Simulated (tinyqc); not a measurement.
# Pinning factor and neutrality level from two metals

Problem. On an oxide a metal of vacuum work function pM shows the effective value Phi + S (pM - Phi), with S = 1/(1 + 0.1 (eps_inf - 1)^2). Find S, Phi and eps_inf.

effective work functions for metals of 4.31 and 5.28 eV (eV): 4.3275325  4.7306494

Solution. The slope is S, and the point where both work functions agree is Phi.

S = 0.416
Phi = 4.34 eV
eps_inf = 4.75

Program tinyqc, `OMP_NUM_THREADS=1 python tinyqc.py 2410127 2410128 out.jsonl`; Intel Xeon 2.30GHz, shared host, one thread, about 0.01 s.
